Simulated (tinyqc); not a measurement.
# Bandgap voltage reference from two bipolar transistors: effect of the area ratio of the second transistor

Two transistors of area 1 and N carry the same current I. Is(T) = Is (T/T0)^eta exp[(Vg0 q/kB)(1/T0 - 1/T)], VBE1 = Vt ln(I/Is(T)) + I rb, VBE2 = Vt ln(I/(N Is(T))) + I rb/N. The amplifier forces I R1(T) = VBE1 - VBE2 + Vos, with R(T) = R (1 + tc (T - T0)) for both resistors, and the output is Vref = VBE1 + I R2(T). Base currents and the Early effect are neglected.

Vt = kB T/q; I = (Vt ln N + Vos)/(R1(T) - rb (1 - 1/N)). Box coefficient: span of Vref between 233 and 398 K over its average over T and over 165 K. The last column is the R2 that gives zero slope at T0.

Parameters, values chosen for the exercise; values of the order met in silicon bipolar transistors: reference temperature T0 = 298 K; band-gap voltage extrapolated to 0 K Vg0 = 1.183 V; temperature exponent of the saturation current eta = 4; saturation current of the unit transistor at T0 Is = 3.7e-18 A; resistor across which the difference of VBE falls, at T0 R1 = 29 kohm; temperature coefficient of both resistors tc = 0 ppm/K; offset of the amplifier Vos = 0.3 mV; series resistance of the unit transistor rb = 13 ohm; output resistor at T0 R2 = 303.9 kohm.

Constants: q = 1.602176634e-19 C, kB = 1.380649e-23 J/K. Results are converted to the units shown.

Results:

| N | I at T0 (uA) | Vref at T0 (V) | slope at T0 (uV/K) | box coefficient (ppm/K) | R2 for zero slope (kohm) |
|---|---|---|---|---|---|
| 2 | 0.6243 | 0.8536 | -1376 | 1675 | 971.8 |
| 4 | 1.238 | 1.058 | -690.0 | 671.7 | 471.3 |
| 15 | 2.409 | 1.431 | 562.0 | 382.2 | 234.1 |
| 24 | 2.826 | 1.561 | 1000 | 626.6 | 198.0 |
| 48 | 3.440 | 1.753 | 1644 | 916.4 | 161.1 |
| 100 | 4.090 | 1.955 | 2322 | 1158 | 134.3 |

Estimate the missing row, N = 8.

Computed row:

| N | I at T0 (uA) | Vref at T0 (V) | slope at T0 (uV/K) | box coefficient (ppm/K) | R2 for zero slope (kohm) |
|---|---|---|---|---|---|
| 8 | 1.852 | 1.255 | -28.73 | 35.07 | 308.5 |

With this row back in the table: As N goes from 2 to 100, Vref rises from 0.8536 to 1.955 V and the box coefficient goes from 1680 through a minimum of 35.1 (at N = 8 among the rows listed) to 1160 ppm/K. A larger N needs a smaller R2/R1, which lowers the gain seen by offset and noise.

tinyqc, about 0.03 s, one thread, Intel Xeon 2.30GHz (shared host): `OMP_NUM_THREADS=1 python tinyqc.py 2062124 2062125 out.jsonl`
